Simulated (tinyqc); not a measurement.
Potential-pH (Pourbaix) lines of a metal, its cation, its oxide and an oxyanion, with a complexing ligand. Changing the log10 of the dissolved activity a. Computed by tinyqc, a small Python program. Command: `OMP_NUM_THREADS=1 python tinyqc.py 3018219 3018220 out.jsonl pourb sweep`. One thread of a shared host (Intel(R) Xeon(R) Processor @ 2.30GHz), about 0.01 s of CPU time with the checks.

Potentials are against the standard hydrogen electrode; solids and water have unit activity; dG_f of M, H+ and the electron is zero; F = e N_A and s = R T ln(10)/F. The cation carries z = 2.

Inputs (values chosen for the exercise, modelled on iron):
```
quantity                value    unit
dG_f of the cation     -77.37  kJ/mol
dG_f of the oxide     -250.37  kJ/mol
dG_f of the oxyanion  -322.51  kJ/mol
dG_f of water         -237.14  kJ/mol
temperature T          298.15       K
pH                          5       -
potential E                -1       V
```

Species: M, M2+, MO, MO2(2-).

Constants: R = 8.314462618 J/(mol K); e = 1.602176634e-19 C; N_A = 6.02214076e+23 1/mol.

Method:
- M2+ + 2e = M; MO + 2H+ + 2e = M + H2O; MO2(2-) + 4H+ + 2e = M + 2H2O. For each, E0 = -dG/(z F), and E = E0 + (s/z) log10 a - (s n_H/z) pH, with no activity term for the oxide.
- Two oxidised species coexist where their lines against the metal cross: pH1 (cation/oxide) = [E0(oxide) - E0(cation)]/s - (log10 a)/z; pH2 (oxide/oxyanion) = {[E0(oxyanion) - E0(oxide)]/s + (log10 a)/z}/(4/z - 1).
- The metal is stable below the lowest of the three lines; above it, the species of the lowest line is stable. Water lines at 1 bar: hydrogen E = -s pH, oxygen E = -dG_f(water)/(2F) - s pH.

One run for each value:
```
log10 of the dissolved activity a    pH1    pH2  width of the oxide field, pH2 - pH1  upper limit of immunity (V)
-8                                 9.618  10.45                                0.835                      -0.6376
-7                                 9.118  10.95                                1.835                      -0.6080
-6                                 8.618  11.45                                2.835                      -0.5784
-5                                 8.118  11.95                                3.835                      -0.5488
-4                                 7.618  12.45                                4.835                      -0.5193
-3                                 7.118  12.95                                5.835                      -0.4897
-2                                 6.618  13.45                                6.835                      -0.4601
-1                                 6.118  13.95                                7.835                      -0.4305
```

What does the table show?

Over the rows, pH1 falls from 9.62 to 6.12; pH2 rises from 10.5 to 14.0; width of the oxide field, pH2 - pH1 rises from 0.835 to 7.83.

Caution (all rows): other oxidation states, hydroxides and hydrides are left out, and the lines say nothing of rates.

Extremes, crossings and ranges named in words are read from the listed rows.
